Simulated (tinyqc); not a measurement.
Inside a calculation. Model: charge pumping in an n-channel transistor.

Computed by the program tinyqc: `OMP_NUM_THREADS=1 python tinyqc.py 2030085 2030086 out.jsonl`, one thread of a shared Intel Xeon 2.30GHz, about 0.01 s for the whole run. Printed values are rounded.

The gate is pulsed from accumulation to inversion and back. Energies E are counted from the intrinsic level; Dit(E) = D0 [1 + b (2 E/Eg)^2]. During each edge the traps near the bands emit their carriers, and those between Eh and Ee recombine once a cycle.

Values chosen for this exercise; band and dielectric values close to those of silicon:
- T = 300 K (temperature)
- Eg = 1.14 eV (band gap)
- Nc = 2.82e19 cm^-3 (conduction-band density of states at 300 K)
- Nv = 2.68e19 cm^-3 (valence-band density of states at 300 K)
- A = 0.81 um^2 (gate area)
- D0 = 2.6e10 cm^-2 eV^-1 (trap density at midgap)
- b = 0 (rise of the trap density towards the band edges)
- sn = 6.4e-16 cm^2 (cross-section for electrons)
- sp = 5.2e-16 cm^2 (cross-section for holes)
- vth = 2e7 cm/s (thermal velocity at 300 K, one nominal value for electrons and holes)
- dV = 1.12 V (Vth - Vfb)
- Va = 3.1 V (pulse height)
- f = 19000 Hz (frequency)
- tr = 2100 ns (rise time)
- tf = 530 ns (fall time)

Constants: q = 1.602176634e-19 C, kB = 1.380649e-23 J/K, Vt = kB T/q. Results are converted to the units shown.

Range of the model: The Fermi levels of inversion and accumulation are taken to lie beyond Ee and Eh, the flat tops to fill all traps, and no geometric current is added.

## Emission levels

ni = sqrt(Nc Nv) exp(-Eg/(2 Vt)), Eg in volts; emission times te = (dV/Va) tf and th = (dV/Va) tr; Ee = -Vt ln(vth sn ni te), Eh = +Vt ln(vth sp ni th).

ni = 7.30489e9 cm^-3
te = 191.484 ns
th = 758.710 ns
Ee = 0.282575 eV
Eh = -0.252349 eV

The window covers 46.9 % of the gap.

## Pumped charge and current

Nit = integral of Dit from Eh to Ee = D0 [Ee - Eh + 4 b (Ee^3 - Eh^3)/(3 Eg^2)], Qcp = q A Nit, Icp = f Qcp.

Nit = 1.39080e10 cm^-2
mean Dit = 2.6e10 cm^-2 eV^-1
traps pumped a cycle = 112.655
Icp = 0.342937 pA
